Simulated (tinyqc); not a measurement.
Inside a calculation. Method: Hubbard chain of 3 sites. Computed by tinyqc, a small Python program that keeps every step. Settings: hopping = 1.34, U = 7.7, mixing = 0.2, iteration cap = 74. Command: `OMP_NUM_THREADS=1 python tinyqc.py 20920 20921 out.jsonl` (the two numbers bound the seeds that draw the settings). One thread of a shared host (Intel(R) Xeon(R) Processor @ 2.60GHz), about 0.2 s of CPU time with the checks. Later iterations appear only in the table of the cycle.

## Mean-field iteration 1

one-body matrix (hopping and site energies) (eV), order 1, 2, 3:
```
[[0.330000, -1.340000, 0.000000],
 [-1.340000, -0.050000, -1.340000],
 [0.000000, -1.340000, -0.910000]]
```

U = 7.700000 eV

electrons, up and down: [2, 2]

mixing = 0.200000

n(up) at the start (a guess, not normalised): [0.967000, 0.367000, 0.967000]

n(down) at the start (a guess): [0.367000, 0.967000, 0.367000]

H(up) = T + U n(down), H(down) = T + U n(up); fill the lowest levels; n(new) = n + mixing (n(out) - n); E = tr T (rho up + rho down) + U sum n_up n_down of the output.

levels, up (eV): [1.537758, 2.875030, 8.054913]

levels, down (eV): [2.060514, 6.836559, 8.190627]

energy = 5.228101 eV

n(up) after iteration 1: [0.960269, 0.315420, 0.965111]

n(down) after iteration 1: [0.320979, 0.957065, 0.482757]

## Mean-field iteration 2

As before.

levels, up (eV): [2.114415, 2.804391, 8.009354]

levels, down (eV): [1.707309, 6.803063, 8.113789]

energy = 5.134409 eV

n(up) after iteration 2: [0.956524, 0.275744, 0.960372]

n(down) after iteration 2: [0.282030, 0.950871, 0.575739]

## Convergence

Each step fills the lowest levels of T + U n(other spin) and sets n(new) = n + mixing (n(out) - n); stop when output and input agree to 1e-8.

Course of the cycle:
```
iteration      E (eV)  largest |n(out) - n(in)|  mean |n_up - n_down|
1          5.22810067                  5.79e-01              0.538816
2          5.13440879                  4.65e-01              0.543537
3          5.05171213                  3.76e-01              0.555016
4          4.97919298                  3.06e-01              0.565565
5          4.91678008                  2.50e-01              0.575029
6          4.86448882                  2.06e-01              0.583201
7          4.82199481                  1.70e-01              0.589973
8          4.78848240                  1.40e-01              0.595374
9          4.76273563                  1.15e-01              0.599535
10         4.74335313                  9.90e-02              0.602639
11         4.72896075                  9.75e-02              0.604877
...               ...                       ...                   ...
64         4.68654240                  3.03e-04              0.601637
65         4.68654235                  2.72e-04              0.601630
66         4.68654231                  2.44e-04              0.601623
67         4.68654227                  2.19e-04              0.601617
68         4.68654225                  1.96e-04              0.601612
69         4.68654223                  1.76e-04              0.601607
70         4.68654221                  1.58e-04              0.601603
71         4.68654219                  1.42e-04              0.601599
72         4.68654218                  1.27e-04              0.601596
73         4.68654217                  1.14e-04              0.601593
74         4.68654217                  1.03e-04              0.601590
```

Not converged within 74 iterations: the residual falls steadily but slowly, by a factor of about 0.90 a step. The lowest mean-field energy found from random starts is 4.68654 eV. Reruns (cap 100 unless said): mixing 0.5: converged in 59 (E = 4.68654); mixing 0.9: converged in 29 (E = 4.68654); the original settings with a cap of 400: converged in 160 (E = 4.68654).

## The many-body Hamiltonian

Basis: all placements (u, d, 2, 0 on each site), up operators ordered before down ones; hops carry the sign of the same-spin electrons passed.

H (eV), order 220, 2ud, u2d, 2du, 202, ud2, d2u, du2, 022:
```
[[15.960000, -1.340000, 0.000000, -1.340000, 0.000000, 0.000000, 0.000000, 0.000000, 0.000000],
 [-1.340000, 7.400000, -1.340000, 0.000000, -1.340000, 0.000000, 0.000000, 0.000000, 0.000000],
 [0.000000, -1.340000, 7.020000, 0.000000, 0.000000, -1.340000, 0.000000, 0.000000, 0.000000],
 [-1.340000, 0.000000, 0.000000, 7.400000, -1.340000, 0.000000, -1.340000, 0.000000, 0.000000],
 [0.000000, -1.340000, 0.000000, -1.340000, 14.240000, -1.340000, 0.000000, -1.340000, 0.000000],
 [0.000000, 0.000000, -1.340000, 0.000000, -1.340000, 6.160000, 0.000000, 0.000000, -1.340000],
 [0.000000, 0.000000, 0.000000, -1.340000, 0.000000, 0.000000, 7.020000, -1.340000, 0.000000],
 [0.000000, 0.000000, 0.000000, 0.000000, -1.340000, 0.000000, -1.340000, 6.160000, -1.340000],
 [0.000000, 0.000000, 0.000000, 0.000000, 0.000000, -1.340000, 0.000000, -1.340000, 13.480000]]
```

## Exact diagonalisation (9 states)

Lowest levels of the sector, and the double occupancy of the lowest state.

lowest levels (eV): [4.229844, 4.890318, 6.406923, 6.803176, 8.233008, 8.886506]

double occupancy per site = 0.356066

## The lowest level by Lanczos steps

From a random start vector (not printed): a_j = <q_j|H|q_j>, b_j = norm of the remainder after orthogonalising; the Ritz value is the lowest eigenvalue of the tridiagonal matrix of a and b so far.

Lanczos:
```
j   a_j (eV)  b_j (eV)  lowest Ritz value (eV)
1   9.417195  4.739495              9.41719534
2  11.764965  2.753804              5.70837468
3   8.363747  2.474532              4.78941794
4  13.382636  3.283449              4.61018293
5   7.097009  1.425253              4.43228453
6   7.672743  2.819878              4.33352316
7  11.281691  2.376712              4.25728281
8   9.061469  0.245455              4.23001965
9   6.798544  1.34e-10              4.22984387
```
